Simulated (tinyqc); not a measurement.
Where the wafer is too thin: surface photovoltage measurement of the minority-carrier diffusion length in a wafer. Computed by tinyqc, a small Python program. Command: `OMP_NUM_THREADS=1 python tinyqc.py 3130247 3130248 out.jsonl spv walk`. One thread of a shared host (Intel(R) Xeon(R) Processor @ 2.30GHz), about 0.01 s of CPU time with the checks.

Low injection, steady light, a depletion layer much thinner than 1/alpha and L. The excess density dn is taken at the front edge of the neutral region; light that reaches the back is lost.

Inputs (values chosen for the exercise, modelled on p-type silicon at room temperature):
```
quantity                            value        unit
wafer thickness W                     775  micrometre
diffusivity D                        30.1      cm^2/s
front recombination velocity S_f      160        cm/s
back recombination velocity S_b      1700        cm/s
photon flux entering              1.9e+11  1/(cm^2 s)
```

Method:
- alpha = (84.732/lambda - 76.417)^2 per cm with lambda in micrometre (an empirical fit for silicon between 0.7 and 1.05 micrometre).
- Thick wafer: dn = Phi L/((S_f + D/L)(L + 1/alpha)). Finite wafer, with s = S_b L/D, w = W/L, a = alpha L: dn = [Phi a/(a^2 - 1)] [a - B - exp(-alpha W)(a - s)/(cosh w + s sinh w)]/(S_f + B D/L), B = (sinh w + s cosh w)/(cosh w + s sinh w).
- Readings y = (Phi/dn) (1 + noise x g) at 780, 830, 880, 920, 950, 975 and 995 nm; a least-squares line y = c (1/alpha + L_app) gives L_app = intercept/slope.
- No noise; L is varied at fixed W, and the last two columns set S_b to 0 and to 1e7 cm/s.

Apparent length (micrometre):
```
L          W/L  given S_b     S_b = 0  S_b = 1e7
38.8    19.974      38.80  3.8800e+01      38.80
77.5    10.000      77.50  7.7500e+01      77.50
155.0    5.000     155.00  1.5510e+02     154.89
232.0    3.341     231.67  2.3397e+02     229.92
388.0    1.997     376.81  4.1745e+02     359.55
620.0    1.250     536.63  7.9448e+02     479.05
1010.0   0.767     673.92  1.7559e+03     564.62
1630.0   0.475     751.94  4.0637e+03     607.42
3100.0   0.250     794.96  1.1965e+04     629.45
```

With a fast back surface L_app levels off, at 629 micrometre in the last row; with a passive one it reaches up to 3.86 times L among these rows and is 12000 in the last. All three columns are within 5 % of L down to W/L = 3.3.

Extremes, crossings and ranges named in words are read from the listed rows.
